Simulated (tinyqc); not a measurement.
What moves the results: Shockley-Read-Hall recombination through one deep level. A value that a table varies takes the place of the one given here.

One level at Et with degeneracy 1: tn = 1/(sn vth Nt), tp = 1/(sp_ vth Nt), n1 = Nc exp((Et - Eg)/kT), p1 = Nv exp(-Et/kT), ni^2 = n1 p1. Equilibrium n0 = Nm, p0 = ni^2/Nm; n = n0 + dn, p = p0 + dn. U = (n p - ni^2)/(tp (n + n1) + tn (p + p1)), lifetime dn/U; emission rates en = sn vth n1, ep = sp_ vth p1.

Constants: kB = 8.617333262e-05 eV/K.

Parameters, chosen for this exercise (gap and densities of states near those of SiC at this temperature; the results hold for these values, not for the real material): E1 = 0.899 eV (level (+1/0) above Ev); E2 = 1.949 eV (level (0/-1) above Ev); gm = 2 (degeneracy of the middle state, the others 1); T = 350 K; Eg = 3.181 eV (gap); Nc = 2.11e+19 1/cm^3 (conduction-band density of states); Nv = 4.24e+19 1/cm^3 (valence-band density of states); Nd = 1.2e+15 1/cm^3 (ionised shallow donors minus acceptors); Et = 1.949 eV (recombination level above Ev); Nt = 1.7e+15 1/cm^3 (defects); sn = 1.1e-15 cm^2 (electron capture cross-section); sp_ = 1.3e-15 cm^2 (hole capture cross-section); vth = 24000000 cm/s (thermal velocity, both carriers); Nm = 1.7e+16 1/cm^3 (equilibrium electrons for the lifetime steps); dn = 4.1e+14 1/cm^3 (excess pairs).

## Charge state against the Fermi level (deep level with several charge states)

Energies from Ev. The defect has charge states +1, 0, -1 with weights 1, gm exp((EF - E1)/kT), exp((2 EF - E1 - E2)/kT); the shares are the weights over their sum. Boltzmann carriers: n = Nc exp((EF - Eg)/kT), p = Nv exp(-EF/kT). Neutrality: p - n + Nd + Nt <q> = 0.

Shares:

| EF (eV) | +1 | 0 | -1 | <q> |
|---|---|---|---|---|
| 0.191 | 1.000 | 0.000 | 0.000 | 1.000 |
| 0.445 | 1.000 | 0.000 | 0.000 | 1.000 |
| 0.700 | 0.997 | 0.003 | 0.000 | 0.997 |
| 0.954 | 0.075 | 0.925 | 0.000 | 0.075 |
| 1.209 | 0.000 | 1.000 | 0.000 | 0.000 |
| 1.463 | 0.000 | 1.000 | 0.000 | 0.000 |
| 1.718 | 0.000 | 1.000 | 0.000 | 0.000 |
| 1.972 | 0.000 | 0.483 | 0.517 | -0.517 |
| 2.227 | 0.000 | 0.000 | 1.000 | -1.000 |
| 2.481 | 0.000 | 0.000 | 1.000 | -1.000 |
| 2.736 | 0.000 | 0.000 | 1.000 | -1.000 |
| 2.990 | 0.000 | 0.000 | 1.000 | -1.000 |

What does this show?

Where the levels are several kT apart the middle state rules between about E1 - kT ln gm = 0.878 and E2 + kT ln gm = 1.970 eV; its largest share listed is 1.000. Each step spreads from 10 % to 90 % over 4.4 kT = 0.133 eV.

## Defects against doping (deep level with several charge states)

Nt takes the listed multiples of |Nd|; the resistivity uses mobilities of 1000 (electrons) and 300 (holes) cm^2/(V s), chosen for the exercise, and e = 1.602176634e-19 C.

Neutral state:

| Nt/\|Nd\| | EF (eV) | n (1/cm^3) | p (1/cm^3) | rho (ohm cm) |
|---|---|---|---|---|
| 0.01 | 2.8859 | 1.19e+15 | 1.18e-22 | 5.25 |
| 0.10 | 2.8830 | 1.08e+15 | 1.30e-22 | 5.78 |
| 0.30 | 2.8754 | 8.40e+14 | 1.67e-22 | 7.43 |
| 0.60 | 2.8586 | 4.80e+14 | 2.92e-22 | 13.0 |
| 0.90 | 2.8167 | 1.20e+14 | 1.17e-21 | 52.0 |
| 1.10 | 2.0394 | 768 | 1.83e-10 | 8.13e+12 |
| 1.50 | 1.9908 | 154 | 9.14e-10 | 4.06e+13 |
| 3.00 | 1.9490 | 38.4 | 3.66e-09 | 1.63e+14 |
| 10.00 | 1.9036 | 8.53 | 1.65e-08 | 7.32e+14 |

What does this show, and why?

EF goes from 2.886 to 1.904 eV and the resistivity from 5.25 to 7.32e+14 ohm cm, with a largest value of 7.32e+14 (values above about 1e13 are formal: hopping and surfaces conduct more). The largest move of EF, -0.777 eV, comes between Nt/|Nd| = 0.9 and 1.1; the levels lie at 0.899 and 1.949 eV. A defect can take up to one carrier of either sign, so the doping can be cancelled no earlier than Nt = |Nd|, there only if EF lies well beyond the level that takes the carriers and otherwise at larger Nt (mean charge -0.10 in the last row).

## Lifetime against injection

Recombination:

| dn (1/cm^3) | lifetime (microsecond) | U (1/(cm^3 s)) |
|---|---|---|
| 1.0e+11 | 0.01885 | 5.30e+18 |
| 1.0e+12 | 0.01886 | 5.30e+19 |
| 1.0e+13 | 0.01887 | 5.30e+20 |
| 1.0e+14 | 0.01898 | 5.27e+21 |
| 1.0e+15 | 0.02009 | 4.98e+22 |
| 1.0e+16 | 0.02711 | 3.69e+23 |
| 1.0e+17 | 0.03790 | 2.64e+24 |
| 1.0e+18 | 0.04076 | 2.45e+25 |

What does this show, and why?

The lifetime rises from 0.01885 to 0.04076 microsecond; tn + tp = 0.04114. At low injection it is tp (1 + n1/n0) + tn p1/n0 with n1/Nm = 2.3e-15 and p1/Nm = 2.2e-25: re-emission is negligible, so minority capture alone counts. Auger and radiative paths are left out; they cut in at the highest injections, and in a doped direct-gap crystal the radiative one counts at all injections. dn = dp neglects trapped charge, which matters where the traps hold a charge comparable with dn, at low injection and with very unequal cross sections.

## Where a level does most harm

Et takes the values listed; G = Nt en ep/(en + ep) in a depleted region; the lifetime is for dn = 1e11 1/cm^3.

Results:

| Et (eV) | lifetime (microsecond) | G (1/(cm^3 s)) |
|---|---|---|
| 0.191 | 0.118 | 8.36e-17 |
| 0.445 | 0.0189 | 3.80e-13 |
| 0.700 | 0.0189 | 1.78e-09 |
| 0.954 | 0.0189 | 8.11e-06 |
| 1.209 | 0.0189 | 0.0381 |
| 1.463 | 0.0189 | 173 |
| 1.718 | 0.0189 | 411 |
| 1.972 | 0.0189 | 0.0905 |
| 2.227 | 0.0189 | 1.93e-05 |
| 2.481 | 0.0189 | 4.24e-09 |
| 2.736 | 0.0189 | 9.02e-13 |
| 2.990 | 0.0604 | 1.99e-16 |

How do the results move?

Generation peaks where en = ep, at Eg/2 + (kT/2) ln(sp_ Nv/(sn Nc)) = 1.604 eV; the largest value listed is at 1.718 eV, and G falls by a decade for each 0.069 eV away from the peak. The lifetime is within a factor 2 of its minimum, 0.0189 microsecond, from 0.445 to 2.736 eV: recombination tolerates a wide range of Et, generation a narrow one.

## What moves lifetime and leakage

G = Nt en ep/(en + ep). Each row changes one parameter from the base and keeps the others.

Results:

| case | lifetime (microsecond) | G (1/(cm^3 s)) |
|---|---|---|
| base | 0.01938 | 0.194 |
| Et = 1.989 eV | 0.01938 | 0.0515 |
| sn = 2.2e-15 cm^2 | 0.01912 | 0.194 |
| sp_ = 2.6e-15 cm^2 | 0.009952 | 0.388 |
| Nt = 8.5e+14 1/cm^3 | 0.03876 | 0.0970 |
| Nm = 5.1e+16 1/cm^3 | 0.01903 | 0.194 |
| dn = 1.23e+15 1/cm^3 | 0.02036 | 0.194 |

What can be read from the table?

The largest shifts from the base row, up to three for each result and ties (the steps differ in size, so this ranks the rows, not the parameters). lifetime (microsecond): Nt +0.0194, sp_ -0.00943, dn +0.000979; unchanged at the printed digits by Et. G (1/(cm^3 s)): sp_ +0.194, Et -0.142, Nt -0.0970; unchanged at the printed digits by sn, Nm and dn.

tinyqc: `OMP_NUM_THREADS=1 python tinyqc.py 1680164 1680165 out.jsonl`; about 0.01 s, one thread, shared Intel(R) Xeon(R) Processor @ 2.30GHz.
